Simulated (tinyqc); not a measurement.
Worked calculation: Penn model of the dielectric constant and Phillips ionicity. Values are carried at full precision from step to step, so a last printed digit may differ when a step is redone from the rounded ones.

n = 32/a^3; Ep^2 = 8 pi c e2 n with c = hbar^2/2m0, e2 = e^2/(4 pi eps0); EF = c (3 pi^2 n)^(2/3); eps = 1 + (Ep/Eg)^2 S with S = 1 - Eg/(4 EF) + (Eg/(4 EF))^2/3, Eg the Penn gap. Core d shells are left out.

Constants: hbar^2/2m0 = 3.80998211 eV angstrom^2; e^2/(4 pi eps0) = 14.39964547 eV angstrom.

Parameters, chosen for this exercise (out of a larger set: near those of InAs; not measured data): a = 6.046 angstrom (cubic lattice constant, 32 valence electrons a cell); ei = 12.21 (high-frequency dielectric constant).

## Valence electron gas

Evaluate n, Ep and EF.

n = 0.14479 1/angstrom^3
Ep = 14.130 eV
EF = 10.055 eV

## Penn gap from the dielectric constant

Start with S = 1 and repeat Eg = Ep sqrt(S/(ei - 1)) until Eg changes by less than 1e-6 eV.

Iterations:
```
step  Eg in (eV)       S  Eg out (eV)
1         4.2201  0.8987       4.0008
2         4.0008  0.9038       4.0121
3         4.0121  0.9036       4.0115
4         4.0115  0.9036       4.0115
5         4.0115  0.9036       4.0115
6         4.0115  0.9036       4.0115
```

Penn gap Eg = 4.012 eV

The factor S lowers the gap by 0.209 eV from the first estimate. The Penn gap is a mean bonding-antibonding separation, near the main peak of eps2, not the smallest gap.

## Homopolar and ionic parts

Phillips: bond length d = sqrt(3) a/4; homopolar gap Eh = 39.74 d^(-2.48) eV (d in angstrom); Eg^2 = Eh^2 + C^2; ionicity fi = C^2/Eg^2.

Split the gap.

d = 2.6180 angstrom
Eh = 3.653 eV
C = 1.66 eV
fi = 0.171

fi lies below the value 0.785 that divides fourfold from sixfold coordination in this scheme. The tabulated Phillips value of C for InAs is about 2.7 eV; this model, without its d-shell factor and with shifted inputs, gives 0.61 times that.

## Checks

- Penn gap by iteration against bisection (eV): both 4.012.

tinyqc: `OMP_NUM_THREADS=1 python tinyqc.py 1680159 1680160 out.jsonl`; about 0.01 s, one thread, shared Intel(R) Xeon(R) Processor @ 2.30GHz.
